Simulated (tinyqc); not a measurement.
Worked calculation: dopants and charged point defects at anneal temperature: Fermi-level effect, clustering and pairing. Computed by tinyqc, a small Python program that keeps every step. Command: `OMP_NUM_THREADS=1 python tinyqc.py 3019615 3019616 out.jsonl pairing walk`. One thread of a shared host (Intel(R) Xeon(R) Processor @ 2.30GHz), about 0.02 s of CPU time with the checks. Intermediate numbers are printed to about 5 digits and carried at full precision; extremes and crossings named in words are read from the listed rows.

Boltzmann statistics and full ionisation of active dopants. Energies are counted from the valence band; the defect (a vacancy or self-interstitial) has five charge states, with all degeneracy factors one.

Inputs (values chosen for the exercise, with bands modelled on 4H-SiC):
```
quantity                                         value    unit
gap at 0 K E_g0                                   3.29      eV
Varshni alpha                                 0.000343    eV/K
Varshni beta                                       699       K
electron mass m_e                                0.379     m_0
valleys M_c                                          3       -
hole mass m_h                                     1.98     m_0
anneal temperature T                              1500       K
total dopant density N                         9.1e+19   cm^-3
formation enthalpy of the neutral defect H_f      4.89      eV
formation entropy S_f                              7.5     k_B
site density N_s                               3.9e+22   cm^-3
intrinsic dopant diffusivity D_i               7.7e-15  cm^2/s
anneal time t                                        5       s
dopant atoms per cluster k                           2       -
cluster binding energy E_b                        1.26      eV
```

Dopant: acceptor. Second part: clustering of the dopant.

defect levels as fractions of E_g(T): (2+/+), (+/0), (0/-), (-/2-): 0.17  0.34  0.54  0.71

Constants: m_0 = 9.1093837015e-31 kg; k_B = 1.380649e-23 J/K; h = 6.62607015e-34 J s; k_B = 8.617333262e-05 eV/K.

## The host at the anneal temperature

E_g = E_g0 - alpha T^2/(T + beta). N_c = 2 M_c (2 pi m_e k_B T/h^2)^(3/2) and N_v = 2 (2 pi m_h k_B T/h^2)^(3/2), masses in units of m_0. n_i = sqrt(N_c N_v) exp(-E_g/2 k_B T); E_i = E_g/2 + (k_B T/2) ln(N_v/N_c).

E_g = 2.9390 eV

k_B T = 0.12926 eV

n_i = 4.5257e+15 cm^-3

E_i = 1.5588 eV

effective density of states N_b of the majority band = 7.8167e+20 cm^-3

## Active and clustered dopant

p = A/2 + sqrt(A^2/4 + n_i^2) for an active density A. k ionised dopants and k carriers form one neutral cluster: C = N_s (A/N_s)^k (p/N_b)^k exp(E_b/k_B T), N_b the effective density of states of the majority band, and N = A + k C (60 bisections in ln A between ln N - 90 and ln N).

active density A = 6.5138e+19 cm^-3

clusters C = 1.2931e+19 cm^-3

active share = 0.71580

28 % of the dopant is lost to clusters.

## Carrier density and Fermi level

chi = n/n_i (for acceptors n_i/p); E_F = E_i + k_B T ln chi; field enhancement h = 1 + A/sqrt(A^2 + 4 n_i^2).

p = 6.5138e+19 cm^-3

chi = 6.9479e-05

E_F = 0.32120 eV

field enhancement h = 2.0000

The doping is 14400 n_i: extrinsic conditions.

## Charged defects

C_0 = N_s exp(S_f/k_B) exp(-H_f/k_B T). Ratios to the neutral state at E_F = E_i: r_+ = exp((E(+/0) - E_i)/k_B T), r_2+ = r_+ exp((E(2+/+) - E_i)/k_B T), r_- = exp((E_i - E(0/-))/k_B T), r_2- = r_- exp((E_i - E(-/2-))/k_B T); at other E_F state q scales as chi^(-q). The enhancement is sum r_q chi^(-q)/sum r_q. The charge on the defects is left out of neutrality.

neutral defects C_0 = 2.6218e+09 cm^-3

Charge states:
```
state     ratio r  intrinsic (cm^-3)  doped (cm^-3)
2+     3.6429e-06         9.5510e+03     1.9785e+12
+      1.3185e-02         3.4568e+07     4.9753e+11
0      1.0000e+00         2.6218e+09     2.6218e+09
-      8.0347e-01         2.1065e+09     1.4636e+05
2-     1.3528e-02         3.5467e+07     1.7121e-01
```

all defects, doped = 2.4787e+12 cm^-3

enhancement over intrinsic = 516.57

mean charge = 1.7972 e

Doping leaves the neutral state alone and multiplies the total by 517; the most common state is 2+ (in intrinsic material 0).

## Dopant diffusivity

If every charge state of the defect carries the dopant equally well, D = D_i x enhancement x h x (active share A/N, a rough stand-in that overstates the dA/dN which immobile clusters call for), D_i being an input held fixed when T or H_f is moved; diffusion length 2 sqrt(D t).

effective diffusivity D = 5.6943e-12 cm^2/s

D/D_i = 739.52

diffusion length = 106.72 nm

Caution: so large an enhancement assumes that highly charged defects carry the dopant as well as neutral ones; measured enhancements are far smaller.

## Against doping

chi = n/n_i; h = 1 + A/sqrt(A^2 + 4 n_i^2); the dopant diffusivity over its intrinsic value is D/D_i = enhancement x h x A/N, if every charge state carries the dopant equally well.

Trend at the anneal temperature:
```
N (cm^-3)  active A (cm^-3)         chi  defect enhancement  mean charge       D/D_i
1.40e+14         1.4000e+14  9.8465e-01          9.9315e-01      -0.4423  1.0085e+00
7.90e+14         7.9000e+14  9.1652e-01          9.6283e-01      -0.4226  1.0465e+00
4.60e+15         4.6000e+15  6.1352e-01          8.3026e-01      -0.3170  1.2064e+00
2.70e+16         2.7000e+16  1.6316e-01          6.6245e-01      -0.0418  1.2905e+00
1.60e+17         1.6000e+17  2.8263e-02          8.1620e-01       0.3032  1.6311e+00
9.20e+17         9.2000e+17  4.9191e-03          2.0953e+00       0.7764  4.1906e+00
5.30e+18         5.2989e+18  8.5409e-04          1.1710e+01       1.1863  2.3416e+01
3.10e+19         2.9858e+19  1.5157e-04          1.3471e+02       1.6391  2.5950e+02
1.80e+20         8.9171e+19  5.0753e-05          9.1522e+02       1.8437  9.0679e+02
```

Well below n_i = 4.53e15 cm^-3 chi and the enhancement are near 1. At any doping d ln(enhancement)/d ln chi equals minus the mean charge, which goes from -0.44 to +1.84 over the rows. The defect density first falls, because doping removes the states with the sign of the ionised dopant before it feeds the opposite ones. Clustering bends A over: its exponent in N falls to 0.62, towards 1/(2k) = 0.250.

## Activation against anneal temperature

The formulas are those given above.

Equilibrium activation:
```
T (K)  n_i (cm^-3)  active A (cm^-3)  clusters C (cm^-3)  active share
900     3.4291e+11        1.1580e+19          3.9710e+19       0.12725
1050    9.6372e+12        2.2388e+19          3.4306e+19       0.24602
1200    1.2167e+14        3.6156e+19          2.7422e+19       0.39732
1350    8.9708e+14        5.1151e+19          1.9924e+19       0.56210
1500    4.5257e+15        6.5138e+19          1.2931e+19       0.71580
1650    1.7289e+16        7.6088e+19          7.4562e+18       0.83613
1800    5.3531e+16        8.3166e+19          3.9171e+18       0.91391
```

The active share goes from 0.127 at 900 K to 0.914 at 1800 K, so a layer activated by a hot, short anneal is metastable and deactivates in later, cooler steps if the dopant can move.

Checks made by the program: conservation of the dopant (relative difference below 1e-10); ratios against Boltzmann factors of formation energies at E_F (relative difference below 1e-10).
